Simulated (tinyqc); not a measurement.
Inside a calculation. Model: double-gate transistor below threshold, two-dimensional Poisson equation on a small mesh.

Numbers from tinyqc (`OMP_NUM_THREADS=1 python tinyqc.py 2480066 2480067 out.jsonl`; about 0.1 s on one thread of a shared Intel Xeon 2.30GHz). Printed values are rounded.

Half of a symmetric double-gate structure: row 0 is the mid-plane of the body, where the normal field vanishes. Mobile charge is neglected (subthreshold), the body is fully depleted, and potentials are counted from the intrinsic level; rows run upward to the gate, columns from source to drain.

Values chosen for this exercise; semiconductor permittivity close to that of silicon:
- T = 300 K (temperature)
- eps_r = 11.9 (relative permittivity of the semiconductor)
- eox = 3.9 (relative permittivity of the insulator)
- tb = 4 nm (half the body thickness)
- tox = 2.3 nm (insulator thickness)
- L = 43 nm (channel length)
- Na = 0 cm^-3 (acceptor density of the depleted body)
- Vbi = 0.45 V (potential of the source)
- Vfb = 0.09 V (gate offset)
- Vg = 0.05 V (gate voltage)
- Vd = 0.7 V (drain voltage)

Constants: q = 1.602176634e-19 C, kB = 1.380649e-23 J/K, Vt = kB T/q, eps0 = 8.8541878128e-14 F/cm where lengths are in cm. Results are converted to the units shown.

## Coefficients of the five-point equations

Mesh: rows i = 0..2 in the semiconductor (step hs = tb/2, row 2 on the interface), then 2 step(s) ho = tox/2 up to the gate row 4; columns j = 0..5 (step hy = L/5). Box integration, divided by eps0: up_i = eps hy/h of the interval above row i, dn_i = that of the interval below (0 for row 0), lat_i = (sum of eps h/2 over the intervals above and below)/hy, s_i = -q Na w_i hy/eps0 with w_i the semiconductor height of the box (hs/2 for row 0 and the interface row, hs between, 0 in the insulator). Each free node obeys (up + dn + 2 lat) psi = up psi(above) + dn psi(below) + lat [psi(left) + psi(right)] + s.

```
row       up       dn       lat  s (V)
0      51.17        0   1.38372      0
1      51.17    51.17   2.76744      0
2    29.1652    51.17   1.64448      0
3    29.1652  29.1652  0.521512      0
```

## Iteration 1: Gauss-Seidel sweep

psi at the start (fixed values on the edges, free nodes linear between source and drain columns) (V):
```
            j=0       j=1       j=2       j=3       j=4       j=5
row 0   0.45000   0.59000   0.73000   0.87000   1.01000   1.15000
row 1   0.45000   0.59000   0.73000   0.87000   1.01000   1.15000
row 2   0.45000   0.59000   0.73000   0.87000   1.01000   1.15000
row 3   0.20500   0.27500   0.34500   0.41500   0.48500   0.55500
row 4  -0.04000  -0.04000  -0.04000  -0.04000  -0.04000  -0.04000
```

Free nodes: rows 0..3, columns 1..4, taken row by row from row 0, left to right. t = (up psi(above) + dn psi(below) + lat [psi(left) + psi(right)] + s)/(up + dn + 2 lat), with the newest neighbours; psi(new) = t.

psi after iteration 1 (V):
```
            j=0       j=1       j=2       j=3       j=4       j=5
row 0   0.45000   0.59000   0.73000   0.87000   1.01000   1.15000
row 1   0.45000   0.59000   0.73000   0.87000   1.01000   1.15000
row 2   0.45000   0.48014   0.59356   0.70863   0.82372   1.15000
row 3   0.20500   0.22103   0.27751   0.33514   0.39280   0.55500
row 4  -0.04000  -0.04000  -0.04000  -0.04000  -0.04000  -0.04000
```

## Iteration 2: Gauss-Seidel sweep

As before.

psi after iteration 2 (V):
```
            j=0       j=1       j=2       j=3       j=4       j=5
row 0   0.45000   0.59000   0.73000   0.87000   1.01000   1.15000
row 1   0.45000   0.53789   0.66395   0.79176   0.91963   1.15000
row 2   0.45000   0.42675   0.52538   0.62790   0.73468   1.15000
row 3   0.20500   0.19421   0.24308   0.29437   0.34870   0.55500
row 4  -0.04000  -0.04000  -0.04000  -0.04000  -0.04000  -0.04000
```

## Course of the iteration: Gauss-Seidel sweep

Stop when the largest change of psi is below 1e-7 V, or after 400 iterations. Fixed values: gate row Vg - Vfb; column 0 at Vbi and the last column at Vbi + Vd in the semiconductor, each running linearly to Vg - Vfb across the insulator.

Course of the iteration:
```
iteration  psi at row 0, j = 2 (V)  largest |change| of one entry (V)
1                             0.73                              0.186
2                             0.73                             0.0904
3                         0.666067                             0.0877
4                         0.600264                             0.0834
5                         0.539860                             0.0723
6                         0.485311                             0.0645
7                         0.436204                             0.0578
8                         0.392050                             0.0517
9                         0.352383                             0.0462
...                            ...                                ...
110                      0.0186922                            2.57e-7
111                      0.0186919                            2.28e-7
112                      0.0186917                            2.02e-7
113                      0.0186916                            1.79e-7
114                      0.0186914                            1.59e-7
115                      0.0186913                            1.41e-7
116                      0.0186911                            1.25e-7
117                      0.0186910                            1.11e-7
118                      0.0186909                            9.82e-8
```

Converged in 118 iterations. At the end each change is about 0.89 times the one before: linear convergence.

## Barrier, swing and barrier lowering

converged psi (V):
```
            j=0       j=1       j=2       j=3       j=4       j=5
row 0   0.45000   0.10313   0.01869   0.05685   0.29648   1.15000
row 1   0.45000   0.09603   0.01537   0.05140   0.27988   1.15000
row 2   0.45000   0.07415   0.00575   0.03555   0.22857   1.15000
row 3   0.20500   0.01843  -0.01668  -0.00148   0.09749   0.55500
row 4  -0.04000  -0.04000  -0.04000  -0.04000  -0.04000  -0.04000
```

d psi/dVg on row 0: j=0 0.000000, j=1 0.714522, j=2 0.907417, j=3 0.907417, j=4 0.714522, j=5 0.000000
d psi/dVd on row 0: j=0 0.00000, j=1 0.00463, j=2 0.01903, j=3 0.07355, j=4 0.28085, j=5 1.00000

The barrier is read along row 0, the path farthest from the gate. Take the node j of lowest psi: barrier Vbi - psi_j; swing Vt ln 10/(d psi_j/dVg); DIBL = (d psi_j/dVd)/(d psi_j/dVg). The derivatives solve the same equations with s = 0 and a unit change of that voltage.

j = 2
barrier = 0.431310 V
swing = 65.5999 mV/decade
DIBL = 20.9770 mV/V

A mesh of 12, 8 and 80 steps (semiconductor, insulator, channel) gives a barrier of 0.446 V, a swing of 63.5 mV a decade and a DIBL of 19.7 mV/V; the small mesh puts the barrier 3.3 % below that.
